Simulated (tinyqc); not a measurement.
Changing the aspect ratio of the trench: chemical vapour deposition: Grove model, boundary layer, depletion and step coverage. Computed by tinyqc, a small Python program. Command: `OMP_NUM_THREADS=1 python tinyqc.py 3007162 3007163 out.jsonl cvd sweep`. One thread of a shared host (Intel(R) Xeon(R) Processor @ 2.30GHz), about 0.03 s of CPU time with the checks.

A precursor diffuses to the surface and reacts there at first order; each molecule that reacts adds one formula unit of film.

Inputs (values chosen for the exercise, close to those used for epitaxial silicon from a chlorosilane):

| quantity | value | unit |
|---|---|---|
| prefactor k0 of k_s | 2.1e+08 | cm/s |
| activation energy E | 1.91 | eV |
| temperature T | 960 | C |
| total pressure p | 760 | torr |
| mole fraction of the precursor Y | 0.015 | - |
| gas diffusivity D0 at 273.15 K and 760 torr | 0.34 | cm^2/s |
| precursor mass M | 170 | u |
| trench width w | 0.29 | um |

Reactor: horizontal, atmospheric.

Constants: k_B = 1.380649e-23 J/K; u = 1.6605390666e-27 kg; k_B = 8.617333262e-05 eV/K.

Method:
- k_s = k0 exp(-E/(k_B T)); C_g = Y p/(k_B T), 1 torr = 133.322 Pa; D = D0 (T/273.15)^1.75 (760/p).
- Temperatures in kelvin are T(C) + 273.15.
- Mean speed c = sqrt(8 k_B T/(pi M)); reactive sticking probability beta = 4 k_s/c.
- In a long trench of width w and depth l = aspect ratio x w: Knudsen diffusivity D_K = (2w) c/3 (hydraulic diameter 2w), combined as 1/D_e = 1/D_K + 1/D; D_e d2C/dz2 = 2 k_s C/w with D_e dC/dz = -k_s C at the floor. With m = sqrt(2 k_s/(w D_e)): C(floor)/C(top) = 1/[cosh(m l) + (k_s/(D_e m)) sinh(m l)].

One run for each value:

| aspect ratio of the trench | step coverage | modulus m l |
|---|---|---|
| 2.0 | 0.99913 | 0.0341 |
| 3.7 | 0.99747 | 0.0632 |
| 7.0 | 0.99190 | 0.1195 |
| 13.0 | 0.97406 | 0.2219 |
| 24.0 | 0.91855 | 0.4096 |
| 46.0 | 0.75086 | 0.7851 |
| 86.0 | 0.43426 | 1.4679 |
| 160.0 | 0.12867 | 2.7310 |
| 300.0 | 0.01184 | 5.1205 |

What does the table show, and why?

Over the rows, step coverage falls from 0.999 to 0.0118 (exponent d ln y / d ln x -0.0027 between the first rows and -3.8 between the last); modulus m l rises from 0.0341 to 5.12 (exponent d ln y / d ln x about 1.0 throughout). The exponent of modulus m l stays at 1: the modulus is proportional to depth. Coverage stays near 1 while m l is below about 0.3 and falls as 1/cosh(m l) beyond.

Caution (all rows): the hydraulic-diameter form of D_K is rough for a slit.
